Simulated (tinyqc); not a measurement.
Inside a calculation. Method: CCD on RHF in the sto-3g basis, for H6, spin multiplicity 1. One step of it, computed by the program tinyqc.

Problem. Orthogonalisation. S = U s U^T; canonical form X = U s^(-1/2), so that X^T S X = 1. Each column of U has its largest component positive (the first on a tie).

overlap S, lower triangle:
```
          1H 1s     2H 1s     3H 1s     4H 1s     5H 1s     6H 1s
1H 1s  1.000000
2H 1s  0.661182  1.000000
3H 1s  0.084787  0.270296  1.000000
4H 1s  0.020713  0.084787  0.661182  1.000000
5H 1s  0.000607  0.004054  0.084787  0.270296  1.000000
6H 1s  0.000069  0.000607  0.020713  0.084787  0.661182  1.000000
```

Give: eigenvalues of S; X.

Solution.

eigenvalues of S: 0.240  0.316  0.413  1.352  1.682  1.998

X:
```
            1       2       3       4       5      6
1H 1s   0.579  -0.853  -0.655  -0.359   0.380  0.219
2H 1s  -0.770   0.909   0.513  -0.257   0.385  0.273
3H 1s   1.074  -0.173   0.721   0.418   0.071  0.357
4H 1s  -1.074  -0.173  -0.721   0.418  -0.071  0.357
5H 1s   0.770   0.909  -0.513  -0.257  -0.385  0.273
6H 1s  -0.579  -0.853   0.655  -0.359  -0.380  0.219
```
